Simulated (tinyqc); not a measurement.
## Voltage drop against the pad pitch

A grid of 13 by 13 nodes with segments Rx (rows) and Ry (columns); every node draws I1 and the central node kh I1; pads with resistance Rp sit at the nodes whose row and column are multiples of the pitch, counting from 0. The drops u = Vdd - V follow from G u = i, with G the conductance matrix and i the load currents, solved directly.

Values chosen for this exercise:
```
symbol,value,unit,meaning
Vdd,0.65,V,supply voltage
Rx,0.84,ohm,resistance of a horizontal segment
Ry,0.93,ohm,resistance of a vertical segment
Rp,0.093,ohm,resistance from a pad node to the supply
kh,1,,factor on the load at the hot node
I1,0.07,mA,load current of a node in the large grid
```

Results:
columns A: pitch (nodes); B: pads; C: worst drop (mV); D: mean drop (mV); E: largest drop at a pad (mV); F: largest pad current (mA); G: worst drop over Vdd (%)
```
A     B          C          D          E         F          G
1   169  0.0065100  0.0065100  0.0065100  0.070000  0.0010015
2    49   0.087697   0.057833   0.025983   0.27939   0.013492
3    25    0.20741    0.15401   0.057196   0.61501   0.031909
4    16    0.40542    0.29654   0.094535    1.0165   0.062372
12    4     3.5092     2.9287    0.27505    2.9575    0.53988
```

Estimate the missing row, pitch = 6 nodes.

Computed row:
columns A: pitch (nodes); B: pads; C: worst drop (mV); D: mean drop (mV); E: largest drop at a pad (mV); F: largest pad current (mA); G: worst drop over Vdd (%)
```
A  B        C        D        E       F        G
6  9  0.87544  0.71472  0.19461  2.0926  0.13468
```

With this row back in the table: The worst drop goes from 0.00651 to 3.51 mV while the number of pads falls from 169 to 4; between the last two rows it goes as pitch^(2.00). The largest drop at a pad is 100 % of the worst drop in the first row and 7.84 % in the last; the rest falls along the wires.

Computed by the program tinyqc: `OMP_NUM_THREADS=1 python tinyqc.py 2770172 2770173 out.jsonl`, one thread of a shared Intel Xeon 2.30GHz, about 0.06 s for the whole run.
